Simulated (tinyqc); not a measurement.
Pull-up strength from the switching point.

Inverse problem. Transistor (EKV form, voltages against the body): I = 2 n b Vt^2 [F(vp - Vs) - F(vp - Vd)] from drain to source, F(v) = ln^2(1 + exp(v/(2 Vt))), vp = (Vg - VT + sg |Vd - Vs|)/n. n-channel bodies are at 0; for the p-channel device all voltages are counted down from Vdd. b in uA/V^2 gives I in uA. In an inverter In(Vg = Vd = VM) equals Ip at the switching point VM. Find bp and the current there.

Parameters, values chosen for the exercise:
- T = 300 K (temperature)
- Vdd = 0.6 V (supply voltage)
- n = 1.33 (slope factor)
- sg = 0.119 (drain-induced barrier lowering)
- VTn = 0.45 V (n-channel threshold)
- VTp = 0.31 V (p-channel threshold (magnitude))
- bn = 560 uA/V^2 (gain factor of the pull-down transistor)

Constants: q = 1.602176634e-19 C, kB = 1.380649e-23 J/K, Vt = kB T/q. Results are converted to the units shown.

VM = 0.362552902 V

Answer. Ip is proportional to bp, so bp is In(VM) over the p-channel current for unit b.

bp = 560.0 uA/V^2
current at VM = 0.1773 uA

Computed by the program tinyqc: `OMP_NUM_THREADS=1 python tinyqc.py 2340057 2340058 out.jsonl`, one thread of a shared Intel Xeon 2.30GHz, about 0.04 s for the whole run.
